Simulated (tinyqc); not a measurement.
Hubbard chain of 3 sites, step by step. One step of it, computed by the program tinyqc.

Task: The many-body Hamiltonian. Basis: all placements (u, d, 2, 0 on each site), up operators ordered before down ones; hops carry the sign of the same-spin electrons passed.

one-body matrix (hopping and site energies) (eV), lower triangle:
```
           1          2         3
1  -0.390000
2  -0.560000   0.370000
3   0.000000  -0.560000  0.150000
```

U = 11.800000 eV

electrons, up and down: 1  1

Give: H.

Result:

H (eV), lower triangle:
```
         200      ud0      u0d      du0      020      0ud      d0u      0du
200  11.0200
ud0  -0.5600  -0.0200
u0d   0.0000  -0.5600  -0.2400
du0  -0.5600   0.0000   0.0000  -0.0200
020   0.0000  -0.5600   0.0000  -0.5600  12.5400
0ud   0.0000   0.0000  -0.5600   0.0000  -0.5600   0.5200
d0u   0.0000   0.0000   0.0000  -0.5600   0.0000   0.0000  -0.2400
0du   0.0000   0.0000   0.0000   0.0000  -0.5600   0.0000  -0.5600   0.5200
002   0.0000   0.0000   0.0000   0.0000   0.0000  -0.5600   0.0000  -0.5600

         002
002  12.1000
```
